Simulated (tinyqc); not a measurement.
Temperatures in a stack of 2 dies with leakage feedback: one step of the calculation.

One-dimensional heat flow to a sink below die 0. The power of each die is released in a plane at its top; from the plane of die j > 0 heat crosses its silicon (ts), a bond layer and the wiring of die j - 1; from die 0 it crosses t0, paste and sink. Copper shares the path through bond and wiring in parallel: k_eff = fm km + (1 - fm) k. Silicon is taken at the temperature of the plane above it. Leakage is P_l exp((T - 350 K)/Tl).

Problem. Resistances per area at 300 K. R = thickness/conductivity for each layer.

Parameters, values chosen for the exercise; conductivities of the order met in silicon, wiring layers, bonds and pastes: conductivity of silicon at 300 K k0 = 145 W/(m K); thickness of a thinned die ts = 30 um; thickness of the die next to the sink t0 = 300 um; thickness of the wiring layers tb = 7 um; conductivity of the wiring layers kb = 3.6 W/(m K); thickness of a bond layer tg = 10 um; conductivity of the bond dielectric kg = 1.5 W/(m K); area share of copper through bond and wiring fm = 0.01; conductivity of copper km = 390 W/(m K); paste and lid Rt = 0.09 K cm^2/W; heat sink Rs = 0.78 K cm^2/W.

Wanted: thick die; thinned die; k_eff of the bond; k_eff of the wiring; bond plus wiring; paste plus sink.

Solution.

thick die = 0.02069 K cm^2/W
thinned die = 0.002069 K cm^2/W
k_eff of the bond = 5.385 W/(m K)
k_eff of the wiring = 7.464 W/(m K)
bond plus wiring = 0.02795 K cm^2/W
paste plus sink = 0.8700 K cm^2/W

Computed by the program tinyqc: `OMP_NUM_THREADS=1 python tinyqc.py 2162107 2162108 out.jsonl`, one thread of a shared Intel Xeon 2.30GHz, about 0.04 s for the whole run.
